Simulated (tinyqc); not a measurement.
What each parameter does: model-solid line-up of a strained alloy layer on a substrate.

All values of the alloy are linear in x but the gap, Eg(x) = (1 - x) Eg_A + x Eg_B - C x (1 - x), and the valence edge, Ev(x) = (1 - x) Ev_A + x Ev_B + fv C x (1 - x); Ec = Ev + Eg. Ev is the top of the unstrained valence band on a scale common to all materials. In the layer only the Gamma valley of the conduction band is followed, also where an X or L valley would lie lower.

Coherent growth on a (001) face: e_par = (a_s - a)/a, e_perp = -2 (C12/C11) e_par; exx = eyy = e_par, ezz = e_perp, no shear.

Strained edges: Ec + ac tr(e); the valence edges are Ev plus the levels of the 6 x 6 matrix of X, Y, Z times spin with -Dso/3 + l exx + m (eyy + ezz) on the diagonal (cyclic), n exy off it, l = av + 2 b, m = av - b, n = sqrt(3) d. Spin-orbit term (Dso/3) L.sigma on X, Y, Z with (L_k)_ij = -i epsilon_kij: <X+|H|Y+> = -i Dso/3, <X+|H|Z-> = Dso/3, <Y+|H|Z-> = -i Dso/3, <Z+|H|X-> = -Dso/3, <Z+|H|Y-> = i Dso/3, <X-|H|Y-> = i Dso/3, and their conjugates; + and - are the spin along z.

dEc = Ec(substrate) - Ec(layer), dEv = Ev(layer) - Ev(substrate); positive values confine the carrier in the layer. Type I: both of one sign; type II: opposite signs; type III: the gaps do not overlap.

Parameters, chosen for this exercise (A near InSb, B near InAs, substrate near InAs; shifted at random, so the results belong to these values and not to a real crystal): a = (6.486, 6.051) angstrom (lattice constant of A, B); Eg = (0.235, 0.42) eV (gap at Gamma to the s-like level of A, B); Dso = (0.802, 0.384) eV (spin-orbit splitting of A, B); Ev = (0, -0.59) eV (top of the unstrained valence band of A, B); ac = (-7.03, -5.14) eV (conduction deformation potential of A, B); av = (0.36, 1) eV (valence hydrostatic potential of A, B); b = (-2.02, -1.82) eV (tetragonal shear potential of A, B); d = (-4.7, -3.56) eV (trigonal shear potential of A, B); C11 = (69.3, 82.1) GPa (of A, B); C12 = (37.4, 45.6) GPa (of A, B); C44 = (30.7, 40.1) GPa (of A, B); C = 0.538 eV (bowing of the gap); fv = 0.6 (share of the bowing taken by the valence edge); a_s = 6.051 angstrom (substrate); Eg_s = 0.42 eV (lowest gap of the substrate); Ev_s = -0.59 eV (substrate valence edge); face = 001 (growth face); x = 0.65 (fraction of B).

Strained gap, valence splitting and offsets.

One parameter was then changed.

Results before and after:
```
case,gap (eV),splitting (meV),dEc (eV),dEv (eV)
base,0.2805,154.8,-0.2208,0.3603
changed,0.2770,161.9,-0.2358,0.3788
```

Which of these changes was made? (a) ac = (-8.084, -5.911) eV; (b) C = 0.638 eV; (c) Ev_s = -0.54 eV; (d) C12 = (43.01, 52.44) GPa; (e) d = (-5.405, -4.094) eV; (f) fv = 0.8; (g) a_s = 6.031 angstrom; (h) x = 0.63.

Answer: (h) x = 0.63. Of the candidates, run in turn, only this one gives the changed row.

All candidates:
```
case,gap (eV),splitting (meV),dEc (eV),dEv (eV)
base,0.2805,154.8,-0.2208,0.3603
x = 0.63,0.2770,161.9,-0.2358,0.3788
a_s = 6.031 angstrom,0.2868,169.0,-0.2376,0.3708
C = 0.638 eV,0.2578,154.8,-0.2117,0.3739
fv = 0.8,0.2805,154.8,-0.2453,0.3848
Ev_s = -0.54 eV,0.2805,154.8,-0.1708,0.3103
"d = (-5.405, -4.094) eV",0.2805,154.8,-0.2208,0.3603
"ac = (-8.084, -5.911) eV",0.2997,154.8,-0.2400,0.3603
"C12 = (43.01, 52.44) GPa",0.2462,163.4,-0.1973,0.3711
```

(tinyqc, `OMP_NUM_THREADS=1 python tinyqc.py 1080084 1080085 out.jsonl`, Intel(R) Xeon(R) Processor @ 2.30GHz, 1 thread, shared host, about 0.01 s.)
